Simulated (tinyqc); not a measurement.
Surface segregation during layer-by-layer epitaxy: two-layer exchange kinetics and the shape of quantum wells and delta layers: one step, computed by the program tinyqc.

Atoms A and B exchange only between the growing layer and the one below it. B is supplied for N layers, then pure A follows.

Task: The second layer. Each layer is deposited complete with B share x_dep and then exchanges for the time tau = 1/G with the layer below, whose share is b (total c = s + b fixed): ds/dt = p1 b (1 - s) - p2 s (1 - b), s(0) = x_dep. With the roots s1 < s2 of the right side, (s - s1)/(s - s2) = [(s(0) - s1)/(s(0) - s2)] exp(-(p1 - p2)(s2 - s1) tau). The lower layer is then buried with c - s, and s becomes the b of the next layer. Layer 1 is deposited on pure A with share x0; with nothing to lift from below, take b = 0 and s(0) = x0 for it. Then layer 2 has x_dep = x0.

Inputs (values chosen for the exercise, close to those used for gallium in AlAs):
```
quantity,value,unit
growth rate G,0.49,layers/s
share x0 of B in the flux during the well,0.78,-
layers in the well N,4,-
temperature T,590,C
```

p1 = 2.402960 1/s

p2 = 0.7561501 1/s

Give: share in layer 1 after its exchange; root s1 for layer 2; root s2 for layer 2; share in layer 2 after its exchange; share buried in layer 1.

Result:

share in layer 1 after its exchange = 0.5245

root s1 for layer 2 = 0.7788

root s2 for layer 2 = 2.444

share in layer 2 after its exchange = 0.7788

share buried in layer 1 = 0.5256
